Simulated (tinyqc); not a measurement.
Avrami exponent and activation energy from three anneals.

Problem. Isothermal crystallisation follows X = 1 - exp(-(k t)^n) with k proportional to exp(-Ec q/(kB T)). Find n, k at both temperatures and Ec.

Constants: q = 1.602176634e-19 C, kB = 1.380649e-23 J/K. Results are converted to the units shown.

X at (424 K, 450 s), (424 K, 900 s) and (444 K, 42 s): [0.11927269, 0.86894203, 0.33459830]

Answer. -ln(1 - X) = (k t)^n: the two times give n, and the two rates give Ec.

n = 4.00
k at 424 K = 0.00133 1/s
k at 444 K = 0.0190 1/s
Ec = 2.16 eV

Numbers from tinyqc (`OMP_NUM_THREADS=1 python tinyqc.py 2490031 2490032 out.jsonl`; about 0.02 s on one thread of a shared Intel Xeon 2.30GHz).
